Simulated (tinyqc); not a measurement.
Bond length: bond-orbital model of a tetrahedral semiconductor (Harrison's universal couplings).

Hybrid level eh = (es + 3 ep)/4; metallic energy V1 = (ep - es)/4 for each atom; covalent energy V2 = 3.22 hbar^2/(m d^2); polar energy V3 = (ehc - eha)/2; hbar^2/m = 2c, c = hbar^2/2m0. Polarity ap = V3/sqrt(V2^2 + V3^2), covalency ac = V2/sqrt(V2^2 + V3^2). p-p coupling at Gamma Exx = (4/3)(2.22 - 2 x 0.63) hbar^2/(m d^2) = 1.28 hbar^2/(m d^2), s-s coupling Ess = 4 x 1.32 hbar^2/(m d^2).

Constants: hbar^2/2m0 = 3.80998211 eV angstrom^2.

Parameters, chosen for this exercise (near tabulated values for Ge; the model gives trends, and its gaps can be far from the real ones; not measured data): esc = -15.11 eV (s level, cation); epc = -7.44 eV (p level, cation); esa = -15.11 eV (s level, anion); epa = -7.44 eV (p level, anion); d = 2.44 angstrom (bond length); Z = 4 (valence electrons of the anion).

d is scaled; levels stay. E0 is the s-like conduction level less Ev at Gamma (Ess = 5.28 u, Exx = 1.28 u); Z* = 4 ap - (Z - 4).

Against d:
```
d/d0  V2 (eV)      ap     Z*  Ev (eV)  E0 (eV)
0.94    4.664  0.0000  0.000   -9.294    1.832
0.98    4.291  0.0000  0.000   -9.146    1.072
0.99    4.205  0.0000  0.000   -9.112    0.897
1.00    4.121  0.0000  0.000   -9.078    0.726
1.01    4.040  0.0000  0.000   -9.046    0.561
1.02    3.961  0.0000  0.000   -9.015    0.400
1.04    3.810  0.0000  0.000   -8.955    0.093
```

Give the missing row, d/d0 = 0.96.

Computed row:
```
d/d0  V2 (eV)      ap     Z*  Ev (eV)  E0 (eV)
0.96    4.472  0.0000  0.000   -9.218    1.440
```

Compression raises V2 and E0: dE0/d ln(volume) = -5.60 eV, of which the valence band gives -1.09. The bond stays non-polar.

Run: tinyqc, `OMP_NUM_THREADS=1 python tinyqc.py 1480612 1480613 out.jsonl`; Intel(R) Xeon(R) Processor @ 2.30GHz, one thread, shared host; about 0.01 s of CPU time with all checks.
